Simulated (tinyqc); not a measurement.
# Nanowire ballistic transistor, top-of-the-barrier model, step by step

Program tinyqc, `OMP_NUM_THREADS=1 python tinyqc.py 2400152 2400153 out.jsonl`; Intel Xeon 2.30GHz, shared host, one thread, about 0.06 s. Printed values are rounded.

At the top of the source barrier, states moving towards the drain are filled by the source (Fermi level 0) and states moving back by the drain (Fermi level -q Vd); nothing scatters. U is the shift of the band edge there, set by the capacitances CG, CD and CS (the total) and by the charge. Parabolic one-dimensional subband; the source is grounded.

Inputs (values chosen for the exercise); mass and valleys close to those of gallium nitride: temperature T = 350 K; effective mass m = 0.195 m0; valley degeneracy gv = 1; relative permittivity of the gate insulator eox = 7.5; insulator thickness tox = 3.7 nm; wire diameter d = 2 nm; gate control CG/CS aG = 0.92; drain control CD/CS aD = 0.049; band edge at the barrier top above the source Fermi level at zero bias E0 = 0.34 eV; gate voltage Vg = 0.5 V; drain voltage Vd = 0.1 V.

Constants: q = 1.602176634e-19 C, kB = 1.380649e-23 J/K, hbar = 1.054571817e-34 J s, h = 6.62607015e-34 J s, m0 = 9.1093837015e-31 kg, Vt = kB T/q, eps0 = 8.8541878128e-14 F/cm where lengths are in cm. Results are converted to the units shown.

## Density of states, capacitances and charge at zero bias

N0 = gv sqrt(2 m kB T/pi)/hbar, CG = 2 pi eps0 eox/ln(1 + 2 tox/d), CS = CG/aG, n0 = n at U = 0 and Vd = 0. eta1 = -(E0 + U)/Vt, eta2 = eta1 - Vd/Vt, n = (N0/2)[F_(-1/2)(eta1) + F_(-1/2)(eta2)], F_(-1/2)(x) = (1/sqrt(pi)) int_0^infinity u^(-1/2)/(1 + exp(u - x)) du. UL = -(aG Vg + aD Vd).

N0 = 2.21667e6 cm^-1
CG = 2.69614 pF/cm
CS = 2.93058 pF/cm
n0 = 28.1782 cm^-1
UL = -0.4649 eV

## Iteration 1: self-consistent potential at the barrier top

U at the start (U = UL) = -0.4649 eV

eta1 = -(E0 + U)/Vt, eta2 = eta1 - Vd/Vt, n = (N0/2)[F_(-1/2)(eta1) + F_(-1/2)(eta2)], F_(-1/2)(x) = (1/sqrt(pi)) int_0^infinity u^(-1/2)/(1 + exp(u - x)) du. U(out) = UL + q (n - n0)/CS. Newton step: U(new) = U + (U(out) - U)/(1 + CQ/CS), CQ = (q/Vt) dn/d(eta1) with both F' summed; F' = dF_(-1/2)/dx.

eta1 = 4.14116
eta2 = 0.825579
n = 3.52273e6 cm^-1
U(out) = -0.272311 eV
CQ = 4.37763 pF/cm
U after iteration 1 = -0.387672 eV

## Iteration 2: self-consistent potential at the barrier top

As before.

eta1 = 1.58060
eta2 = -1.73497
n = 1.59803e6 cm^-1
U(out) = -0.377536 eV
CQ = 3.40004 pF/cm
U after iteration 2 = -0.382980 eV

## Course of the iteration: self-consistent potential at the barrier top

Stop when U changes by less than 1e-9 eV, or after 90 iterations.

Course of the iteration:
```
iteration     U (eV)  |change| (eV)
1          -0.387672         0.0772
2          -0.382980        4.69e-3
3          -0.382954        2.57e-5
4          -0.382954       7.74e-10
```

Converged in 4 iterations. At the end the number of correct digits about doubles with each step.

## Current, mean velocity and share of the gate voltage

converged U = -0.382954 eV

N0 = gv sqrt(2 m kB T/pi)/hbar, CG = 2 pi eps0 eox/ln(1 + 2 tox/d), CS = CG/aG, n0 = n at U = 0 and Vd = 0. eta1 = -(E0 + U)/Vt, eta2 = eta1 - Vd/Vt, n = (N0/2)[F_(-1/2)(eta1) + F_(-1/2)(eta2)], F_(-1/2)(x) = (1/sqrt(pi)) int_0^infinity u^(-1/2)/(1 + exp(u - x)) du. I = gv (2 q^2/h) Vt [ln(1 + exp eta1) - ln(1 + exp eta2)]. Mean velocity I/(q n). CQ = (q/Vt) dn/d(eta1); the band edge follows the gate as -dU/dVg = aG/(1 + CQ/CS).

eta1 = 1.42418
n = 1.49892e6 cm^-1
I = 3.50379 uA
mean velocity = 1.45898e7 cm/s
CQ = 3.33103 pF/cm
-dU/dVg = 0.430582 eV/V

The carriers from the source are near degeneracy (eta1 = 1.42), and the mean velocity is 1.11 times vT = sqrt(2 kB T/(pi m)) = 1.32e7 cm/s.
